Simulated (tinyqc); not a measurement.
Harmonic transition-state theory with quantum, tunnelling and friction corrections. Inputs raised by 10 %, one at a time. Computed by tinyqc, a small Python program. Command: `OMP_NUM_THREADS=1 python tinyqc.py 3014946 3014947 out.jsonl rates sens`. One thread of a shared host (Intel(R) Xeon(R) Processor @ 2.30GHz), about 0.02 s of CPU time with the checks.

One atom hops between equivalent sites; three modes at the minimum and two real modes at the saddle are treated as harmonic, the rest of the crystal as unchanged; melting is ignored, so hot rows may lie above the melting point.

Inputs (values chosen for the exercise, modelled on interstitial oxygen in silicon):
```
quantity                                value      unit
barrier E_b                              2.64        eV
imaginary frequency at the saddle nu_b   11.3       THz
temperature T                             997         K
jump length d                             1.9  angstrom
number of jump directions z                 6         -
friction gamma/(2 pi)                      11       THz
```

Lattice of sites: three-dimensional. Correction studied: friction.

frequencies at the minimum (THz): 18  23.3  23.6

real frequencies at the saddle (THz): 26.4  30.8

Constants: k_B = 8.617333262e-05 eV/K; h x 1 THz = 4.135667696 meV.

Method:
- Vineyard: nu* = product of minimum frequencies / product of real saddle frequencies; k_cl = nu* exp(-E_b/(k_B T)).
- Activation entropy S = k_B ln(nu* h/(k_B T)); for uncorrelated jumps D = z k d^2/6 and D0 = z nu* d^2/6; 1 angstrom^2 = 1e-16 cm^2.
- Quantum harmonic: k_q = (k_B T/h) [prod 2 sinh(x_i/2) (minimum) / prod 2 sinh(x_j/2) (saddle)] exp(-E_b/(k_B T)), x = h nu/(k_B T).
- Zero-point correction to the barrier = (h/2)(sum of saddle frequencies - sum of minimum frequencies).
- With u = h nu_b/(k_B T): Wigner factor 1 + u^2/24; parabolic barrier (Bell) (u/2)/sin(u/2), valid above T_c = h nu_b/(2 pi k_B); symmetric Eckart barrier: kappa = int_0^infinity P(E) exp(-(E - E_b)/(k_B T)) dE/(k_B T), P = (cosh 2a - 1)/(cosh 2a + cosh 2d), a = alpha sqrt(E/E_b), alpha = 2 pi E_b/(h nu_b), 2d = 2 sqrt(alpha^2 - pi^2/4).
- Kramers: spatial-diffusion factor kappa_s = sqrt(1 + y^2) - y with y = gamma/(2 omega_b); weak-friction (energy-diffusion) estimate kappa_e = Delta/2 with Delta = (16/3)(gamma/omega_b) E_b/(k_B T), the energy lost in one round trip of a well at the barrier energy of a symmetric quartic double well, over k_B T (half of the escaping atoms fall back); bridge 1/kappa = 1/kappa_s + 1/kappa_e. omega_b = 2 pi nu_b; rate with friction = kappa k_cl.

Runs:
```
input moved                                   from      to  ratio k_q/k_cl  quantum harmonic rate k_q (1/s)  transmission kappa  crossover temperature T_c (K)
base run                                         -       -          0.9800                        5.390e-01              0.6206                          86.31
barrier E_b (eV)                              2.64   2.904          0.9800                        2.495e-02              0.6210                          86.31
imaginary frequency at the saddle nu_b (THz)  11.3   12.43          0.9800                        5.390e-01              0.6452                          94.94
temperature T (K)                              997  1096.7          0.9833                        8.835e+00              0.6201                          86.31
jump length d (angstrom)                       1.9    2.09          0.9800                        5.390e-01              0.6206                          86.31
friction gamma/(2 pi) (THz)                     11    12.1          0.9800                        5.390e-01              0.5948                          86.31
```

Exponents ln(y'/y) / ln(x'/x):
```
input                                   ratio k_q/k_cl  quantum harmonic rate k_q  transmission kappa  crossover temperature T_c
barrier E_b                                      0.000                    -32.240               0.007                          0
imaginary frequency at the saddle nu_b           0.000                      0.000               0.409                          1
temperature T                                    0.035                     29.344              -0.008                          0
jump length d                                    0.000                      0.000               0.000                          0
friction gamma/(2 pi)                            0.000                      0.000              -0.444                          0
```

Among the inputs moved here: ratio k_q/k_cl answers most in size to temperature T (exponent +0.035); its exponent is below 0.0005 for barrier E_b, imaginary frequency at the saddle nu_b, jump length d, friction gamma/(2 pi). Quantum harmonic rate k_q answers most in size to barrier E_b (exponent -32.240), next to temperature T (+29.344); its exponent is below 0.0005 for imaginary frequency at the saddle nu_b, jump length d, friction gamma/(2 pi). Transmission kappa answers most in size to friction gamma/(2 pi) (exponent -0.444), next to imaginary frequency at the saddle nu_b (+0.409); its exponent is below 0.0005 for jump length d. Crossover temperature T_c answers most in size to imaginary frequency at the saddle nu_b (exponent +1.000); its exponent is below 0.0005 for barrier E_b, temperature T, jump length d, friction gamma/(2 pi). Its exponent +1.000 in imaginary frequency at the saddle nu_b: T_c = h nu_b/(2 pi k_B).

Caution (all rows): the bridge is a rough interpolation, good to tens of per cent near the turnover.

Extremes, crossings and ranges named in words are read from the listed rows.
